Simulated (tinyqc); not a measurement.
# Undoped gate-all-around wire MOSFET, analytic charge model: effects of single changes

An undoped round wire of radius R under an insulator shell and a surrounding gate; long channel, electrons only, n = ni exp((psi - V)/Vt) with V the quasi-Fermi potential (0 at the source, Vd at the drain), constant mobility, no quantisation. The radial Poisson equation gives n(r) = n(0)/(1 - (1 - b) r^2/R^2)^2 with b = Q0/(Q + Q0). Q is the electron charge per area of the wire surface.

Inputs (values chosen for the exercise); material values close to those of gallium arsenide: temperature T = 325 K; band gap Eg = 1.42 eV; relative permittivity of the semiconductor eps_r = 12.8; conduction-band density of states at T Nc = 4.87e17 cm^-3; valence-band density of states at T Nv = 1.01e19 cm^-3; relative permittivity of the gate insulator eox = 25.7; insulator thickness tox = 11 nm; wire radius R = 3 nm; gate work function less that of the intrinsic body dphi = 0.04 V; channel mobility mu = 780 cm^2/(V s); gate length L = 1 um; drain voltage Vd = 0.3 V.

Constants: q = 1.602176634e-19 C, kB = 1.380649e-23 J/K, Vt = kB T/q, eps0 = 8.8541878128e-14 F/cm where lengths are in cm. Results are converted to the units shown.

Each table varies one quantity; the others keep the values above.

## Effect of the wire radius

ni = sqrt(Nc Nv) exp(-Eg/(2 Vt)), Eg in volts; Cox = eps0 eox/(R ln(1 + tox/R)); Q0 = 4 eps0 eps_r Vt/R; V0 = dphi + Vt ln[8 eps0 eps_r Vt/(q ni R^2)]. Q solves Vg - V0 - V = Q/Cox + Vt ln(Q/Q0) + Vt ln(1 + Q/Q0). I = mu (2 pi R/L)[2 Vt (Qs - Qd) + (Qs^2 - Qd^2)/(2 Cox) + Vt Q0 ln((Qd + Q0)/(Qs + Q0))], with Qs at V = 0 and Qd at V = Vd.  I(low) is taken at Vg = 0.56 V, Qs and I(high) at Vg = 1.31 V.

Effect of the wire radius:
```
R (nm),V0 (V),I(low) (nA),Qs(high) (nC/cm^2),I(high) (uA)
1,0.86956,0.0027591,3441.3,3.3303
1.4,0.85072,0.0054077,2882.7,3.9585
2,0.83074,0.011035,2418.1,4.8040
2.7,0.81393,0.020110,2108.8,5.7089
3.8,0.79479,0.039827,1829.1,7.0346
5.4,0.77510,0.080401,1606.2,8.8512
7.5,0.75670,0.15502,1445.3,11.133
```

What does the comparison show?

As R goes from 1 to 7.5 nm, I(low) rises from 0.00276 to 0.155 nA and I(high) rises from 3.33 to 11.1 uA. On average I(low) goes as R^(2.00) and I(high) goes as R^(0.60). Below threshold the charge is proportional to the cross-section of the body; above it the insulator sets the charge. In every row the surface density at the source at the higher gate voltage passes 0.3 Nc, where Boltzmann statistics fail. For R = 1 to 5.4 nm the body is thin enough for quantum confinement, left out here, to raise the threshold.

## Transfer curve and volume inversion

I = mu (2 pi R/L)[2 Vt (Qs - Qd) + (Qs^2 - Qd^2)/(2 Cox) + Vt Q0 ln((Qd + Q0)/(Qs + Q0))], with Qs at V = 0 and Qd at V = Vd. The drop is psi(surface) - psi(centre) at the source end; C = dQs/dVg, Cg = Cox, drop = 2 Vt ln(1 + Qs/Q0); gm = dI/dVg.

Result of one run:
```
Vg (V),Qs (nC/cm^2),drop (mV),C/Cg,I (uA),gm/I (1/V)
1.21,1583,87.16,0.8651,4.298,4.005
```

What becomes of these results when the gate voltage Vg is changed from 1.21 to 0.6 V, all else the same?

Result of the changed run:
```
Vg (V),Qs (nC/cm^2),drop (mV),C/Cg,I (uA),gm/I (1/V)
0.6,0.2510,0.03321,0.001816,1.035e-4,35.66
```

The whole series:
```
Vg (V),Qs (nC/cm^2),drop (mV),C/Cg,I (uA),gm/I (1/V)
0.51,0.01012,0.001339,7.335e-5,4.165e-6,35.70
0.6,0.2510,0.03321,0.001816,1.035e-4,35.66
0.69,5.911,0.7769,0.04057,0.002503,34.72
0.77,61.09,7.552,0.2823,0.03238,27.74
0.86,258.3,26.69,0.5760,0.2293,16.56
0.95,548.6,46.56,0.7177,0.7557,10.65
1.03,846.0,61.52,0.7864,1.564,7.752
1.12,1206,75.50,0.8340,2.820,5.480
1.21,1583,87.16,0.8651,4.298,4.005
```

The current rises from 4.17e-6 to 4.30 uA. In the first row gm/I is 35.7 1/V, within 0.01 % of 1/Vt: with no depletion charge the whole body follows the gate, and the swing is ideal. The drop between surface and centre goes from 0.0013 to 87.2 mV and passes Vt at Vg = 0.95 V among the rows; below that the density varies across the body by less than a factor of e (volume inversion). C reaches 0.87 of Cg in the last row. For Vg = 0.69 to 1.21 V the surface density at the source passes 0.3 Nc, where Boltzmann statistics fail. In every row the body is thin enough for quantum confinement, left out here, to raise the threshold.

## Effect of the insulator thickness

Same model as above.

The same in every row: V0 (V) = 0.80803.

Effect of the insulator thickness:
```
tox (nm),I(low) (nA),Qs(high) (nC/cm^2),I(high) (uA)
3.7,0.024829,3580.1,10.518
5.3,0.024828,2908.4,8.6326
7.6,0.024827,2404.4,7.1996
11,0.024826,2015.0,6.0797
16,0.024825,1715.3,5.2092
23,0.024824,1490.8,4.5521
33,0.024823,1314.6,4.0325
```

What does the comparison show?

As tox goes from 3.7 to 33 nm, I(low) stays near 0.0248 nA and I(high) falls from 10.5 to 4.03 uA. On average I(low) is independent of tox and I(high) goes as tox^(-0.44). Below threshold no voltage drops over the insulator in this long-channel model, so its thickness does not matter there. In every row the surface density at the source at the higher gate voltage passes 0.3 Nc, where Boltzmann statistics fail. In every row the body is thin enough for quantum confinement, left out here, to raise the threshold.

tinyqc, about 0.02 s, one thread, Intel Xeon 2.30GHz (shared host): `OMP_NUM_THREADS=1 python tinyqc.py 2460086 2460087 out.jsonl`
